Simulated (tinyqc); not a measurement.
Admittance spectroscopy and thermally stimulated current of one trap level in a depletion layer: one step, computed by the program tinyqc. Command: `OMP_NUM_THREADS=1 python tinyqc.py 3112418 3112419 out.jsonl admit walk`. One thread of a shared host (Intel(R) Xeon(R) Processor @ 2.30GHz), about 0.01 s of CPU time with the checks.

A Schottky junction on n-type material holds one donor-like electron trap; shallow donors are fully ionised and abrupt depletion edges are assumed.

Question. The capacitance step. With E_c - E_F = k_B T_p ln(N_c/N): lambda = sqrt(2 eps eps_0 (E_t - (E_c - E_F))/(e^2 N)); traps are empty and charged for x < x_t = w - lambda, and V_b = e (N w^2 + N_t x_t^2)/(2 eps eps_0). High frequency: C_hf = eps eps_0/w. Low frequency: C_lf = eps eps_0 (N + N_t)/(N w + N_t x_t).

Inputs (values chosen for the exercise, modelled on n-type beta-Ga2O3):
```
quantity,value,unit
dielectric constant eps,10.2,-
shallow doping N,1.4e+15,1/cm^3
trap density N_t,8.1e+13,1/cm^3
trap depth E_t below the band,0.343,eV
band bending V_b,2.5,V
```

E_c - E_F = k_B T_p ln(N_c/N) = 0.1404676 eV

Constants: eps_0 = 8.8541878128e-12 F/m; e = 1.602176634e-19 C.

Give: lambda; depletion width w; crossing point x_t; C_hf; C_lf; step (C_lf - C_hf)/C_hf; small-N_t estimate (N_t/N)(lambda/w).

Answer.

lambda = 403.8 nm

depletion width w = 1399 nm

crossing point x_t = 994.7 nm

C_hf = 6.458 nF/cm^2

C_lf = 6.561 nF/cm^2

step (C_lf - C_hf)/C_hf = 0.01605

small-N_t estimate (N_t/N)(lambda/w) = 0.01671

Reading N_t/N straight from the step would give 0.0160 against the true 0.0579: the factor lambda/w must be known.
